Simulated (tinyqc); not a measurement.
Gupta-type many-body potential for a metal: one step, computed by the program tinyqc.

E_i = sum_j A exp(-p (r_ij/r0 - 1)) - xi rho_i^gamma, with rho_i = sum_j exp(-2 q (r_ij/r0 - 1)); gamma = 1/2 is the tight-binding second-moment form. The crystal is fcc unless stated; d is the neighbour distance and a fixed number of shells is kept.

Question. Equilibrium of the fcc crystal. fcc shells: d sqrt(k), k = 1..5, with 12, 6, 24, 12, 24 atoms; Omega = d^3/sqrt2. Equilibrium: dE/dd = 0; B = d^2 E''(d)/(9 Omega).

Inputs (values chosen for the exercise, for a model metal):
```
quantity                   value      unit
repulsion A               0.0994        eV
hopping xi                  1.18        eV
decay p                     9.35         -
decay q                     3.74         -
reference distance r0      3.501  angstrom
shells kept                    1         -
embedding exponent gamma    0.45         -
```

Constants: 1 eV/angstrom^3 = 160.2176634 GPa.

Give: neighbour distance d; lattice constant; cohesive energy E_c; bulk modulus B.

Answer.

neighbour distance d = 3.451 angstrom

lattice constant = 4.880 angstrom

cohesive energy E_c = 2.425 eV

bulk modulus B = 45.42 GPa
